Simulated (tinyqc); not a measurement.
Lattice vibrations of a chain, step by step. Computed by tinyqc, a small Python program that keeps every step. Command: `OMP_NUM_THREADS=1 python tinyqc.py 31135 31136 out.jsonl` (the two numbers bound the seeds that draw the settings). One thread of a shared host (Intel(R) Xeon(R) Processor @ 2.60GHz), about 0.01 s of CPU time with the checks.

## Dynamical matrix at q = 0.11

A chain moving along its axis:
```
atom                 mass (u)  spring to the next atom (eV/angstrom^2)
1                   59.800000                                20.600000
2                  113.200000                                 2.300000
3                   67.100000                                22.900000
second neighbours           -                                 2.100000
```

q is in units of 2 pi/a. A spring k from atom i to atom j, n cells on, adds k to Phi_ii and Phi_jj, -k exp(2 pi i q n) to Phi_ij and the conjugate to Phi_ji (for one atom a cell: 2k (1 - cos 2 pi q n)); D_ij = Phi_ij / sqrt(m_i m_j).

D(q) (eV/(angstrom^2 u)):
```
                     1                    2                    3
1             0.797659  -0.270043+0.016269i  -0.311702+0.230437i
2  -0.270043-0.016269i             0.239399  -0.044956+0.015359i
3  -0.311702-0.230437i  -0.044956-0.015359i             0.438152
```

## Frequencies

omega^2 are the eigenvalues; wavenumber = 521.4708 sqrt(eigenvalue) 1/cm.

eigenvalues: 0.010304  0.369221  1.095686

wavenumbers (1/cm): 52.9  316.9  545.8

weights |e|^2 of the mass-weighted modes:
```
          mode 1    mode 2    mode 3
atom 1  0.245818  0.042976  0.711206
atom 2  0.479023  0.463014  0.057963
atom 3  0.275160  0.494009  0.230831
```

## Dispersion and heat capacity

C/k_B per atom = mean over q = (j + 1/2)/80, j = 0..39 and all branches of y^2 e^y/(e^y - 1)^2, y = hc wavenumber / k_B T.

Wavenumbers (1/cm):
```
q           branch 1    branch 2    branch 3
0.000000    0.000000  318.360982  547.542585
0.062500   30.336328  317.876078  546.983641
0.125000   59.925426  316.431222  545.377688
0.187500   87.983358  314.067594  542.933764
0.250000  113.643138  310.897224  539.985880
0.312500  135.890685  307.181054  536.963797
0.375000  153.492205  303.441848  534.340515
0.437500  164.996093  300.529843  532.554880
0.500000  169.031393  299.407070  531.921416
```

Heat capacity:
```
T (K)  C/k_B per atom
20           0.064077
50           0.175128
100          0.356559
200          0.646482
300          0.799169
600          0.940011
1200         0.984248
```

zero-point energy per atom = 19.712336 meV
